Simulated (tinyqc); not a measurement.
What each parameter does: Landau levels of a non-parabolic (Kane) conduction band at kz = 0.

Three-level Kane model: E = (N + 1/2) 2 muB B/m(E) + s g(E) muB B, s = +/-1/2, with 1/m(E) = 1 + (Ep/3)(2/(E + Eg) + 1/(E + Eg + Dso)) and g(E) = 2 - (2 Ep/3)(1/(E + Eg) - 1/(E + Eg + Dso)); E from the band edge, solved self-consistently; remote bands are left out, and so is the confinement energy of a real sheet, which raises m and lowers |g|.

In a field B along z: l = 1/sqrt((e/hbar) B) is the magnetic length, n_B = B/(h/e) the number of states per area in one level, hbar wc = 2 muB B/m for mass m in m0; 1/angstrom^2 = 1e16/cm^2.

Each listed level takes n_B electrons. At zero temperature and without broadening EF sits in the partly filled level.

Constants: e/hbar = 1.519267448e-05 1/(T angstrom^2); h/e = 413566.7697 T angstrom^2; muB = 5.788381798e-05 eV/T.

Inputs chosen for the exercise (near those of GaSb; the results hold for these values, not for the real material):
- Eg = 0.813 eV (gap)
- Dso = 0.765 eV (spin-orbit splitting)
- Ep = 27 eV (Kane energy)
- B = 4.1 T (magnetic field)
- n = 4.6 x 1e11/cm^2 (electron sheet density)

The second and third levels from below, nu = n/n_B, and EF.

One parameter was then changed.

Results before and after:

| case | second level (meV) | third level (meV) | nu | EF (meV) |
|---|---|---|---|---|
| base | 7.81 | 19.13 | 4.64 | 32.13 |
| changed | 6.64 | 16.28 | 5.47 | 29.00 |

Which of these changes was made? (a) Eg = 0.976 eV; (b) Dso = 0.918 eV; (c) Ep = 32.4 eV; (d) n = 5.52 x 1e11/cm^2; (e) B = 3.48 T.

Answer: (e) B = 3.48 T. Of the candidates, run in turn, only this one gives the changed row.

All candidates:

| case | second level (meV) | third level (meV) | nu | EF (meV) |
|---|---|---|---|---|
| base | 7.81 | 19.13 | 4.64 | 32.13 |
| B = 3.48 T | 6.64 | 16.28 | 5.47 | 29.00 |
| Eg = 0.976 eV | 6.52 | 16.57 | 4.64 | 27.82 |
| Dso = 0.918 eV | 7.81 | 18.67 | 4.64 | 31.46 |
| Ep = 32.4 eV | 9.35 | 22.69 | 4.64 | 38.05 |
| n = 5.52 x 1e11/cm^2 | 7.81 | 19.13 | 5.57 | 33.99 |

tinyqc: `OMP_NUM_THREADS=1 python tinyqc.py 1252005 1252006 out.jsonl`; about 0.05 s, one thread, shared Intel(R) Xeon(R) Processor @ 2.30GHz.
